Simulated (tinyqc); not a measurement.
Stress in a transistor channel from embedded alloy regions, liners and fins, by half-space elasticity: one step, computed by the program tinyqc. Command: `OMP_NUM_THREADS=1 python tinyqc.py 3005518 3005519 out.jsonl stressor walk`. One thread of a shared host (Intel(R) Xeon(R) Processor @ 2.30GHz), about 0.01 s of CPU time with the checks.

Plane strain in an isotropic half-space, the same constants everywhere; x along the channel from its centre, y downwards from the free surface; stress is positive in tension.

Problem. Mobility change, linear estimate. d mu/mu = -(pi_L s_xx + pi_z s_yy) for the embedded regions alone; the stress across the width is left out.

Inputs (values chosen for the exercise, modelled on silicon): longitudinal piezoresistance coefficient = 68.2 1e-11/Pa; vertical piezoresistance coefficient = -1.2 1e-11/Pa.

Stressor: Si(1-x)Ge(x) source and drain.

s_xx = -1348.343 MPa

s_yy = -2.515992 MPa

Give: mobility change.

Solution.

mobility change = 91.95 %

The vertical stress supplies -0.0030 of these points. Caution: beyond a few hundred MPa bulk piezoresistance coefficients no longer describe an inversion layer well.
